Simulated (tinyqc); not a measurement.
Interface traps by the conductance method, a continuum of levels: one step of the calculation.

MOS capacitor on an n-type substrate; psi is the band bending, negative in depletion; only majority carriers are counted. The traps exchange electrons with the conduction band; their admittance lies in parallel with Cd, and that pair in series with Cox and Rs. w = 2 pi f.

Problem. Extraction from the readings. Ignoring Rs: Gp/w = w Cox^2 Gm/[Gm^2 + w^2 (Cox - Cm)^2].

Cox = 246.65237 nF/cm^2
Cm = 179.58066 nF/cm^2
Gm/w = 4.0553613 nF/cm^2

Give: extracted Gp/w.

Solution.

extracted Gp/w = 54.643 nF/cm^2

Computed by the program tinyqc: `OMP_NUM_THREADS=1 python tinyqc.py 2030101 2030102 out.jsonl`, one thread of a shared Intel Xeon 2.30GHz, about 0.02 s for the whole run.
